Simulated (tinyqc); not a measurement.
Worked calculation: Penn model of the dielectric constant and Phillips ionicity. Values are carried at full precision from step to step, so a last printed digit may differ when a step is redone from the rounded ones.

n = 32/a^3; Ep^2 = 8 pi c e2 n with c = hbar^2/2m0, e2 = e^2/(4 pi eps0); EF = c (3 pi^2 n)^(2/3); eps = 1 + (Ep/Eg)^2 S with S = 1 - Eg/(4 EF) + (Eg/(4 EF))^2/3, Eg the Penn gap. Core d shells are left out.

Constants: hbar^2/2m0 = 3.80998211 eV angstrom^2; e^2/(4 pi eps0) = 14.39964547 eV angstrom.

Inputs chosen for the exercise (out of a larger set: near those of InSb; not measured data): a = 6.51 angstrom (cubic lattice constant, 32 valence electrons a cell); ei = 15.98 (high-frequency dielectric constant).

## Valence electron gas

Evaluate n, Ep and EF.

n = 0.11599 1/angstrom^3
Ep = 12.646 eV
EF = 8.672 eV

## Penn gap from the dielectric constant

Start with S = 1 and repeat Eg = Ep sqrt(S/(ei - 1)) until Eg changes by less than 1e-6 eV.

Iterations:
```
step,Eg in (eV),S,Eg out (eV)
1,3.2674,0.9088,3.1148
2,3.1148,0.9129,3.1219
3,3.1219,0.9127,3.1215
4,3.1215,0.9127,3.1216
5,3.1216,0.9127,3.1216
```

Penn gap Eg = 3.122 eV

The factor S lowers the gap by 0.146 eV from the first estimate. The Penn gap is a mean bonding-antibonding separation, near the main peak of eps2, not the smallest gap.

## Homopolar and ionic parts

Phillips: bond length d = sqrt(3) a/4; homopolar gap Eh = 39.74 d^(-2.48) eV (d in angstrom); Eg^2 = Eh^2 + C^2; ionicity fi = C^2/Eg^2.

Split the gap; where Eg is below Eh or within 3 % of it, C is taken as zero.

d = 2.8189 angstrom
Eh = 3.041 eV
C = 0.00 eV
fi = 0.000

Eg/Eh = 1.026: the bond is covalent within the accuracy of the rule, which is wrong for a compound; the filled d shells, left out here, raise Ep and with it Eg.

## Checks

- Penn gap by iteration against bisection (eV): both 3.122.

tinyqc: `OMP_NUM_THREADS=1 python tinyqc.py 1650257 1650258 out.jsonl`; about 0.01 s, one thread, shared Intel(R) Xeon(R) Processor @ 2.30GHz.
